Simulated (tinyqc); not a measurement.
Worked calculation: UHF in the sto-3g basis, for H4, spin multiplicity 3. This run ends on a higher stationary point, not on the lowest solution. One step of it, computed by the program tinyqc.

Task: Orthogonalisation. S = U s U^T; symmetric (Loewdin) form X = U s^(-1/2) U^T, so that X^T S X = 1.

overlap S:
```
,1H 1s,2H 1s,3H 1s,4H 1s
1H 1s,1.000000,0.211504,0.008465,0.000113
2H 1s,0.211504,1.000000,0.186138,0.008446
3H 1s,0.008465,0.186138,1.000000,0.211190
4H 1s,0.000113,0.008446,0.211190,1.000000
```

Give: eigenvalues of S; X.

Result:

eigenvalues of S: 0.6837  0.8545  1.1301  1.3318

X:
```
,1H 1s,2H 1s,3H 1s,4H 1s
1H 1s,1.0176,-0.1107,0.0115,-0.0015
2H 1s,-0.1107,1.0317,-0.0994,0.0115
3H 1s,0.0115,-0.0994,1.0316,-0.1106
4H 1s,-0.0015,0.0115,-0.1106,1.0176
```
